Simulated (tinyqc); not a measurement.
Where the moved charge sits: band offset of a heterojunction with an interface dipole (two-band chains, self-consistent charge).

Sites alternate A, C. Left: A at -G1/2, C at +G1/2, hopping -t1; right: A at D - G2/2, C at D + G2/2, hopping -t2; the bonds across the two interfaces of a ring (C left to A right, C right to A left) have -sqrt(t1 t2). D is the offset of the mid-gaps, so Ev(right) - Ev(left) = D - (G2 - G1)/2 and Ec(right) - Ec(left) = D + (G2 - G1)/2. The closing bond has its sign reversed (antiperiodic ring). Half the levels are filled with two electrons each. The charge moved is q = (electrons on the left) less one a site; the mean over the two interfaces, q/2, is taken as the charge that crosses each, and its dipole opposes the offset: D = D0 - u q/2.

From here on the ring has 24 cells a side.

Values chosen for the exercise (gaps near those of Si and Ge; the chains and D0 are free models, so the offsets are not those of the real pair; the results hold for these values, not for the real material): G1 = 1.09 eV (gap on the left); G2 = 0.67 eV (gap on the right); t1 = 1.73 eV (hopping on the left); t2 = 2.22 eV (hopping on the right).

D = -0.08226 eV

Electrons in cell k from an interface at the self-consistent D, less those at D = 0. Interface 1 joins C left to A right, interface 2 C right to A left. The decay lengths 1/(2 kappa a) are those of mid-gap states, cosh(kappa a) = 1 + G^2/(8 t^2).

Change of the electron count:
```
k,left of 1,right of 1,left of 2,right of 2
1,-0.01321,0.00895,-0.01385,0.00939
2,-0.00570,0.00501,-0.00599,0.00527
4,-0.00137,0.00220,-0.00144,0.00231
5,-0.00069,0.00152,-0.00073,0.00159
6,-0.00035,0.00106,-0.00037,0.00111
```

Give the missing row, k = 3.

Computed row:
```
k  left of 1  right of 1  left of 2  right of 2
3   -0.00276     0.00326   -0.00290     0.00342
```

decay lengths (cells): left 1.594, right 3.317

Over six cells interface 1 moves -0.0241 electrons to the left side and +0.0220 to the right, interface 2 -0.0253 and +0.0231: each change is a dipole, and the two differ because the bonds join different sites. The first cells hold 48 % of it at interface 1. The tail is longer on the right, where the gap is smaller against the hopping: from k = 2 to 4 it falls by a factor 2.27, and pure mid-gap decay would give 1.83; the exponential carries a prefactor that falls as a power of the distance, so the first cells drop faster.

Computed by tinyqc, a small Python program: `OMP_NUM_THREADS=1 python tinyqc.py 1481822 1481823 out.jsonl` (the numbers bound the seed that draws the inputs); one thread of a shared host (Intel(R) Xeon(R) Processor @ 2.30GHz), about 0.3 s for the whole set of steps.
